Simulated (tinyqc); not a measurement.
Comparisons within one model: band offset of a heterojunction with an interface dipole (two-band chains, self-consistent charge). A value that a table varies takes the place of the one given here.

Sites alternate A, C. Left: A at -G1/2, C at +G1/2, hopping -t1; right: A at D - G2/2, C at D + G2/2, hopping -t2; the bonds across the two interfaces of a ring (C left to A right, C right to A left) have -sqrt(t1 t2). D is the offset of the mid-gaps, so Ev(right) - Ev(left) = D - (G2 - G1)/2 and Ec(right) - Ec(left) = D + (G2 - G1)/2. The closing bond has its sign reversed (antiperiodic ring). Half the levels are filled with two electrons each. The charge moved is q = (electrons on the left) less one a site; the mean over the two interfaces, q/2, is taken as the charge that crosses each, and its dipole opposes the offset: D = D0 - u q/2.

From here on the ring has 24 cells a side.

Values chosen for the exercise (gaps near those of GaAs and AlAs; the chains and D0 are free models, so the offsets are not those of the real pair; not measured data):
- G1 = 1.48 eV (gap on the left)
- G2 = 2.28 eV (gap on the right)
- t1 = 2.06 eV (hopping on the left)
- t2 = 2.06 eV (hopping on the right)
- u = 2.8 eV (potential step per electron moved across)
- D0 = -0.99 eV (mid-gap of the right side above that of the left, without dipole)

## Where the moved charge sits

D = -0.70253 eV

Electrons in cell k from an interface at the self-consistent D, less those at D = 0. Interface 1 joins C left to A right, interface 2 C right to A left. The decay lengths 1/(2 kappa a) are those of mid-gap states, cosh(kappa a) = 1 + G^2/(8 t^2).

Change of the electron count:

| k | left of 1 | right of 1 | left of 2 | right of 2 |
|---|---|---|---|---|
| 1 | -0.05306 | 0.06225 | -0.07470 | 0.08691 |
| 2 | -0.01833 | 0.01601 | -0.02607 | 0.02315 |
| 3 | -0.00766 | 0.00477 | -0.01080 | 0.00694 |
| 4 | -0.00336 | 0.00148 | -0.00470 | 0.00215 |
| 5 | -0.00151 | 0.00046 | -0.00210 | 0.00068 |
| 6 | -0.00069 | 0.00015 | -0.00095 | 0.00022 |

decay lengths (cells): left 1.399, right 0.915

Over six cells interface 1 moves -0.0846 electrons to the left side and +0.0851 to the right, interface 2 -0.1193 and +0.1200: each change is a dipole, and the two differ because the bonds join different sites. The first cells hold 68 % of it at interface 1. The tail is longer on the left, where the gap is smaller against the hopping: from k = 2 to 4 it falls by a factor 5.46, and pure mid-gap decay would give 4.18; the exponential carries a prefactor that falls as a power of the distance, so the first cells drop faster.

## Screening of the starting offset

chi = 0.282438 1/eV

D0 is varied; the self-consistent D is found by bisection. chi = dq/dD at D = 0; the linear rule is D = S D0 with S = 1/(1 + u chi/2). The gap of the junction closes (type III) at |D| = (G1 + G2)/2.

Against D0:

| 2 D0/(G1 + G2) | D0 (eV) | q at D0 | D (eV) | D/D0 | linear (eV) |
|---|---|---|---|---|---|
| -0.85 | -1.598 | -0.5450 | -1.1163 | 0.6985 | -1.1452 |
| -0.55 | -1.034 | -0.3147 | -0.7331 | 0.7090 | -0.7410 |
| -0.30 | -0.564 | -0.1628 | -0.4029 | 0.7143 | -0.4042 |
| -0.15 | -0.282 | -0.0801 | -0.2019 | 0.7161 | -0.2021 |
| 0.10 | 0.188 | 0.0532 | 0.1347 | 0.7164 | 0.1347 |
| 0.25 | 0.470 | 0.1348 | 0.3361 | 0.7150 | 0.3368 |
| 0.50 | 0.940 | 0.2824 | 0.6677 | 0.7103 | 0.6736 |
| 0.80 | 1.504 | 0.5005 | 1.0537 | 0.7006 | 1.0778 |
| 0.95 | 1.786 | 0.6493 | 1.2396 | 0.6941 | 1.2799 |

D/D0 lies between 0.694 and 0.716, against S = 0.717 from chi at D = 0; the linear rule misses by at most 40 meV. q is odd in D. Less than half of the starting offset is screened, so the natural line-up still counts most.

## Wider gaps screen less

G2 is varied. chi = (q(+0.01) - q(-0.01))/0.02 at D = 0, S = 1/(1 + u chi/2).

Against G2:

| G2 (eV) | chi (1/eV) | S |
|---|---|---|
| 0.7 | 0.49626 | 0.5901 |
| 1.1 | 0.41605 | 0.6319 |
| 1.5 | 0.35921 | 0.6654 |
| 2.3 | 0.28085 | 0.7178 |
| 3.4 | 0.21136 | 0.7717 |
| 5.5 | 0.13274 | 0.8433 |
| 7.0 | 0.09842 | 0.8789 |
| 9.0 | 0.06804 | 0.9130 |

chi falls from 0.4963 to 0.0680 1/eV, a factor 7.3, and S rises from 0.590 to 0.913: charge crosses through the tails of states that tunnel into the other gap, and these shorten as the gap widens. u is kept fixed, though a wider gap also screens less and would raise it.

## What each parameter does

Self-consistent D by bisection, q there, and the two offsets. Each row changes one parameter from the base and keeps the others.

Results:

| case | D (eV) | q | valence offset (eV) | conduction offset (eV) |
|---|---|---|---|---|
| base | -0.7025 | -0.2053 | -1.1025 | -0.3025 |
| G1 = 1.702 eV | -0.7153 | -0.1962 | -1.0043 | -0.4263 |
| G2 = 2.622 eV | -0.7214 | -0.1918 | -1.2924 | -0.1504 |
| t1 = 2.369 eV | -0.7022 | -0.2056 | -1.1022 | -0.3022 |
| t2 = 2.369 eV | -0.7022 | -0.2056 | -1.1022 | -0.3022 |
| D0 = -1.138 eV | -0.8050 | -0.2378 | -1.2050 | -0.4050 |
| u = 3.22 eV | -0.6738 | -0.1964 | -1.0738 | -0.2738 |

The largest shifts from the base row, up to three for each result and ties (the steps differ in size, so this ranks the rows, not the parameters). D (eV): D0 -0.1025, u +0.0287, G2 -0.0189. q: D0 -0.0325, G2 +0.0135, G1 +0.0091. valence offset (eV): G2 -0.1899, D0 -0.1025, G1 +0.0982. conduction offset (eV): G2 +0.1521, G1 -0.1238, D0 -0.1025.

(tinyqc, `OMP_NUM_THREADS=1 python tinyqc.py 1480536 1480537 out.jsonl`, Intel(R) Xeon(R) Processor @ 2.30GHz, 1 thread, shared host, about 0.3 s.)
